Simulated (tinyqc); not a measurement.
Stretching all distances: RHF, UHF, MP2, CISD and CCSD against full CI in the sto-6g basis, for BeH+, spin multiplicity 1. Computed by the program tinyqc with PySCF. Command: `OMP_NUM_THREADS=1 python tinyqc.py 111777 111778 out.jsonl`; one thread of a shared host (Intel(R) Xeon(R) Processor @ 2.60GHz), about 10 s.

Geometry (angstrom):
```
atom       x       y       z
Be    0.0000  0.0000  0.0000
H     0.0000  0.0000  1.3180
```

All coordinates are multiplied by the scale. c0^2 is the weight of the RHF determinant in the lowest singlet FCI state (UHF is spin-contaminated and may lie near states of higher spin) and n(LUMO) the first natural occupation beyond the occupied space.

Full CI energy (hartree) and errors against it (kcal/mol):
```
scale   distance 1-2 (angstrom)      E(FCI)      RHF      UHF      MP2    CISD    CCSD  <S^2> UHF    c0^2  n(LUMO)
0.8800                   1.1598  -14.828513  10.7674  10.7674   3.3433  0.0078  0.0062     0.0000  0.9845   0.0198
1.1100                   1.4630  -14.840692  15.6389  15.6389   5.5726  0.0135  0.0109     0.0000  0.9701   0.0447
1.3400                   1.7661  -14.813568  23.8184  21.7337   9.5313  0.0248  0.0200     0.3360  0.9379   0.1022
1.5700                   2.0693  -14.781644  35.1298  16.9506  15.0565  0.0430  0.0335     0.7237  0.8828   0.2047
1.8100                   2.3856  -14.755376  48.8270  10.1419  21.4163  0.0672  0.0485     0.8718  0.8026   0.3505
2.0400                   2.6887  -14.739133  62.0482   5.4037  26.8933  0.0919  0.0608     0.9394  0.7083   0.5059
2.2700                   2.9919  -14.730145  73.9857   2.6181  30.8183  0.1142  0.0700     0.9733  0.6107   0.6520
2.5000                   3.2950  -14.725808  83.7625   1.2324  32.5651  0.1316  0.0762     0.9890  0.5273   0.7696
2.7300                   3.5981  -14.723915  91.1437   0.6224  32.0364  0.1437  0.0803     0.9957  0.4654   0.8534
```

UHF parts from RHF first at scale 1.34 of those listed, where <S^2> leaves zero. The weight c0^2 goes from 0.98 to 0.47 and n(LUMO) from 0.02 to 0.85: static correlation grows as the bonds break into open-shell fragments. The spread of the error along the curve, which distorts its shape, is CCSD 0.1, CISD 0.1, UHF 21.1, MP2 29.2, RHF 80.4 kcal/mol.
